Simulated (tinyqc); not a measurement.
What each parameter does: dielectric confinement in a thin film (image charges).

A film |z| < t/2 of dielectric constant eps between half-spaces of dielectric constant e2; lam = (eps - e2)/(eps + e2), q = e^2/(4 pi eps0). The self-energy of a band edge is taken with the high-frequency value, e2 = eh, and the field of a fixed ion with the static one, e2 = eo. A charge at z has images lam^|n| at n t + (-1)^n z. Its self-energy is S(z) = (q/2 eps) sum over n >= 1 of lam^n [1/(n t - 2z) + 1/(n t + 2z)] for odd n and 2 lam^n/(n t) for even n; at the centre S(0) = -(q/(eps t)) ln(1 - lam).

Donor at the centre, lam from the static eo, trial function cos(pi z/t) exp(-rho/l): E(l) = c/(m l^2) - (q/eps) times the integral over k of F(k t) (1 + (k l/2)^2)^(-3/2), with F(x) = F0 + 2 lam exp(-x) G/(1 - lam exp(-x)), F0 = 2[(1 - exp(-x/2))/x + x (1 + exp(-x/2))/(x^2 + 4 pi^2)], G = 2 sinh(x/2)[1/x - x/(x^2 + 4 pi^2)]; c = hbar^2/2m0. The binding energy is -E at the minimum, counted from the subband edge with its self-energy.

Constants: e^2/(4 pi eps0) = 14.39964547 eV angstrom; hbar^2/2m0 = 3.80998211 eV angstrom^2; Ry = 13.60569312 eV.

Values chosen for the exercise (near those of an InGaAs film in vacuum; not measured data): t = 36 angstrom (film thickness); eps = 13.1 (dielectric constant of the film); eh = 1 (high-frequency dielectric constant outside); eo = 1 (static dielectric constant outside); m = 0.043 m0 (mass in the plane).

<S> is the mean over (2/t) cos^2(pi z/t).

One parameter was then changed.

Results before and after:

| case | lam from eh | <S> (meV) | binding (meV) | l (angstrom) |
|---|---|---|---|---|
| base | 0.858 | 65.5 | 97.4 | 56.9 |
| changed | 0.858 | 65.5 | 81.0 | 58.5 |

Which of these changes was made? (a) eo = 1.4; (b) eps = 11.8; (c) t = 30 angstrom; (d) m = 0.052 m0; (e) eh = 1.3.

Answer: (a) eo = 1.4. Of the candidates, run in turn, only this one gives the changed row.

All candidates:

| case | lam from eh | <S> (meV) | binding (meV) | l (angstrom) |
|---|---|---|---|---|
| base | 0.858 | 65.5 | 97.4 | 56.9 |
| t = 30 angstrom | 0.858 | 78.6 | 111.0 | 52.6 |
| eps = 11.8 | 0.844 | 69.3 | 105.5 | 54.0 |
| eo = 1.4 | 0.858 | 65.5 | 81.0 | 58.5 |
| eh = 1.3 | 0.819 | 57.8 | 97.4 | 56.9 |
| m = 0.052 m0 | 0.858 | 65.5 | 102.7 | 51.0 |

tinyqc: `OMP_NUM_THREADS=1 python tinyqc.py 1250483 1250484 out.jsonl`; about 0.03 s, one thread, shared Intel(R) Xeon(R) Processor @ 2.30GHz.
